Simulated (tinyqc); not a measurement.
Electrons shared among three sets of ellipsoidal valleys, step by step. Values are carried at full precision from step to step, so a last printed digit may differ when a step is redone from the rounded ones.

Constants: hbar^2/2m0 = 3.80998211 eV angstrom^2; kB = 8.617333262e-05 eV/K.

Inputs chosen for the exercise (masses and offsets near those of GaSb; mobilities are free inputs, held fixed; the results hold for these values, not for the real material):

| symbol | value | unit | meaning |
|---|---|---|---|
| ml | (0.038, 1.24, 1.473) | m0 | longitudinal masses of Gamma, L, X |
| mt | (0.038, 0.101, 0.2128) | m0 | transverse masses |
| M | (1, 4, 3) |  | valleys in each set |
| T | 77 | K |  |
| dE | (0, 0.067, 0.269) | eV | edges of Gamma, L, X above the first |
| n | 5.4e+16 | 1/cm^3 | total electron density |
| mu | (8300, 580, 280) | cm^2/(V s) | mobility of each set |

## Masses of each set

One valley: m_d = (ml mt^2)^(1/3). Whole set: m_de = M^(2/3) m_d. Mean over three axes: 1/m_c = (1/ml + 2/mt)/3. Anisotropy K = ml/mt.

m_d, m_de, m_c (m0) and K of each set:

| set | m_d | m_de | m_c | K |
|---|---|---|---|---|
| Gamma | 0.0380 | 0.0380 | 0.0380 | 1.00 |
| L | 0.2330 | 0.5871 | 0.1456 | 12.28 |
| X | 0.4056 | 0.8436 | 0.2977 | 6.92 |

m_de/m_c is 1.00 for Gamma, 4.03 for L, 2.83 for X: many anisotropic valleys give many states at a light conductivity mass. m_c is the mean over three axes; a set that holds only some of the equivalent valleys conducts with a mass that depends on direction.

## Effective densities of states

N_i = M_i times N = 2 (m kB T/(4 pi c))^(3/2) with c = hbar^2/2m0, in 1/angstrom^3; times 1e24 for 1/cm^3, with m = (ml mt^2)^(1/3).

kT = 0.006635 eV

N_i (1/cm^3): Gamma 2.4171e+16, L 1.4680e+18, X 2.5283e+18

## Fermi level and populations

F_j(eta) = (1/Gamma(j + 1)) integral_0^infinity x^j dx/(1 + exp(x - eta)), which tends to exp(eta) for eta << 0.

Solve n = sum_i N_i F_1/2((EF - dE_i)/kT), energies from the edge of the first set.

EF = 0.0104 eV

eta_i: Gamma 1.56, L -8.54, X -38.98

n_i (1/cm^3): Gamma 5.37e+16, L 2.88e+14, X 29.8

shares: Gamma 0.9947, L 0.0053, X 0.0000

Gamma holds most electrons (99.5 %). Boltzmann weights N_i exp(-dE_i/kT) would give L a share of 0.0025.

## Drift and Hall mobility of the mixture

With f_i the shares, mu_drift = sum f_i mu_i; low-field Hall mobility mu_H = sum f_i mu_i^2/mu_drift (scattering and anisotropy factors set to 1); the Hall density is n mu_drift/mu_H; rho = 1/(e n mu_drift), e = 1.602176634e-19 C.

mu_drift = 8259 cm^2/(V s)
mu_H = 8297 cm^2/(V s)
Hall density = 5.38e+16 1/cm^3
rho = 0.0140 ohm cm

A Hall measurement would read 99.5 % of the true density.

## Checks

- Share of L at n = 1e10 1/cm^3 against the Boltzmann weight: both 0.002495.

Computed by tinyqc, a small Python program: `OMP_NUM_THREADS=1 python tinyqc.py 1650224 1650225 out.jsonl` (the numbers bound the seed that draws the inputs); one thread of a shared host (Intel(R) Xeon(R) Processor @ 2.30GHz), about 0.01 s for the whole set of steps.
